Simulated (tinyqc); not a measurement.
# Floating body of a partially depleted SOI transistor: body voltage and kink: two studies

Source at 0 V. Channel current Ic = 2 nf K Vt^2 [F(0) - F(Vd)](1 + la Vd), F(V) = ln^2(1 + exp((Vg - VT - nf V)/(2 nf Vt))), VT = VT0 - gb Vb. Saturation voltage Vs = 2 Vt sqrt(F(0)) + 3 Vt, excess Ve = (Vd - Vs + sqrt((Vd - Vs)^2 + 0.0004 V^2))/2, multiplication M1 = Ai Ve exp(-Bl/Ve). Each junction passes D(v) = J1 (exp(v/Vt) - 1) + J2 (exp(v/(2 Vt)) - 1). Bipolar current Ib = bb J1 (exp(Vb/Vt) - 1). The body settles where M1 (Ic + Ib) = D(Vb) + D(Vb - Vd) + Vb/Rb; drain current Id = (1 + M1)(Ic + Ib) - D(Vb - Vd).

Values chosen for this exercise; values of the order met in partially depleted silicon-on-insulator transistors: temperature T = 398 K; threshold at zero body voltage VT0 = 0.46 V; fall of the threshold per volt of body voltage gb = 0.33; slope factor nf = 1.43; gain factor per width K = 130 uA/(V^2 um); channel-length modulation factor la = 0.09 1/V; impact-ionisation prefactor Ai = 2.25 1/V; impact-ionisation voltage Bl = 5.5 V; diffusion saturation current of each junction J1 = 4.3e-9 uA/um; recombination saturation current of each junction J2 = 6.5e-7 uA/um; gain of the lateral bipolar transistor on the diffusion current bb = 1; resistance of a weak body tie to the source (1e9 stands for no tie, and the term is then dropped) Rb = 1e9 kohm um; gate voltage Vg = 0.46 V; drain voltage Vd = 1.3 V.

Constants: q = 1.602176634e-19 C, kB = 1.380649e-23 J/K, Vt = kB T/q. Results are converted to the units shown.

Each table varies one quantity; the others keep the values above.

## Output curve and kink

Rows with more than one solution for Vb (latch) are left out; dId/dVd by a forward difference over 1e-4 V, swing = 1e-4 V over the change of log10 Id; M1 under 1e-12 is printed as 0.

Output curve and kink:
```
Vd (V),Vb (V),M1,"Id, floating (uA/um)","Id, grounded (uA/um)",ratio,"dId/dVd, floating (uS/um)","dId/dVd, grounded (uS/um)"
0.68,0.1942,2.055e-5,0.5337,0.2230,2.393,3.046,0.01909
0.84,0.3564,2.547e-4,1.007,0.2261,4.452,2.575,0.02049
1,0.4419,0.001541,1.366,0.2297,5.947,1.990,0.02492
1.16,0.4971,0.005682,1.661,0.2343,7.089,1.738,0.03360
1.32,0.5372,0.01516,1.934,0.2407,8.036,1.710,0.04674
1.48,0.5682,0.03257,2.219,0.2495,8.895,1.888,0.06379
1.64,0.5935,0.06013,2.550,0.2613,9.759,2.283,0.08393
1.8,0.6149,0.09949,2.964,0.2765,10.72,2.939,0.1063
```

What does the table show?

Vb rises from 0.194 to 0.615 V and the ratio of the currents rises from 2.39 to 10.7. The output conductance with a floating body exceeds the grounded value by the largest factor among the rows, 160, at Vd = 0.68 V, where Vb = 0.194 V and M1 = 2.05e-5.

## Transfer curve and swing

Same model as above.

Results:
```
Vg (V),Vb (V),M1,"Id, floating (uA/um)","Id, grounded (uA/um)",ratio,"swing, floating (mV/decade)","swing, grounded (mV/decade)"
0.01,0.1307,0.02710,1.241e-4,5.210e-5,2.383,78.57,114.9
0.11,0.2956,0.02660,0.002732,3.889e-4,7.027,78.66,114.7
0.21,0.4091,0.02495,0.03710,0.002843,13.05,99.80,117.3
0.31,0.4793,0.02131,0.2751,0.01928,14.27,135.9,124.5
0.41,0.5203,0.01620,1.126,0.1106,10.18,200.0,141.8
0.61,0.5496,0.007178,5.766,1.476,3.907,398.2,238.3
0.71,0.5496,0.004308,9.580,3.398,2.819,515.1,321.4
0.81,0.5432,0.002402,14.31,6.358,2.251,637.0,420.0
```

Estimate the missing row, Vg = 0.51 V.

Computed row:
```
Vg (V),Vb (V),M1,"Id, floating (uA/um)","Id, grounded (uA/um)",ratio,"swing, floating (mV/decade)","swing, grounded (mV/decade)"
0.51,0.5412,0.01118,2.932,0.4785,6.128,290.6,177.8
```

With this row back in the table: Vb goes from 0.131 through a maximum of 0.550 (at Vg = 0.61 and 0.71 V among the rows listed) to 0.543 V. The smallest swing among the rows is 78.6 mV a decade with a floating body (at Vg = 0.01 V) and 115 with a grounded one; Vt ln 10 = 79.0. The floating swing is smaller by more than 3 % for Vg = 0.01, 0.11, 0.21 V, where the rising Vb lowers the threshold as Vg rises. In the first row the floating body raises the current by a factor of 2.38.

Range of the model: The multiplication law is an empirical form chosen for the exercise; self-heating and capacitive coupling to the body are left out, and the linear laws are rough once Vb passes about 0.7 V or M1 about 0.1.

Numbers from tinyqc (`OMP_NUM_THREADS=1 python tinyqc.py 2182189 2182190 out.jsonl`; about 0.2 s on one thread of a shared Intel Xeon 2.30GHz).
